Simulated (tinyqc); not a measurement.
The mass ratio: thresholds of impact ionisation and Auger recombination from band masses.

Inputs chosen for the exercise (out of a larger set: near those of GaAs, gap at low temperature and not tied to T; not measured data): Eg = 1.546 eV (gap at Gamma to the s-like level).

mu = me/mh is varied; thresholds in units of Eg for ionisation started by an electron, (1 + 2 mu)/(1 + mu), and by a heavy hole, (2 + mu)/(1 + mu).

Results:

| mu | electron (Eg) | hole (Eg) | electron (eV) | hole (eV) |
|---|---|---|---|---|
| 0.048 | 1.0458 | 1.9542 | 1.617 | 3.021 |
| 0.135 | 1.1189 | 1.8811 | 1.730 | 2.908 |
| 0.160 | 1.1379 | 1.8621 | 1.759 | 2.879 |
| 0.180 | 1.1525 | 1.8475 | 1.782 | 2.856 |
| 0.190 | 1.1597 | 1.8403 | 1.793 | 2.845 |
| 1.000 | 1.5000 | 1.5000 | 2.319 | 2.319 |
| 1.400 | 1.5833 | 1.4167 | 2.448 | 2.190 |

The two thresholds add up to 3 Eg in every row and are equal, 3/2 Eg, at mu = 1. The lighter carrier has the lower threshold; in the first row the two differ by 1.404 eV, which would favour one carrier in avalanche multiplication. Real ionisation rates depend on the whole band structure and can be nearly equal although the edge masses differ.

tinyqc: `OMP_NUM_THREADS=1 python tinyqc.py 1850695 1850696 out.jsonl`; about 0.01 s, one thread, shared Intel(R) Xeon(R) Processor @ 2.30GHz.
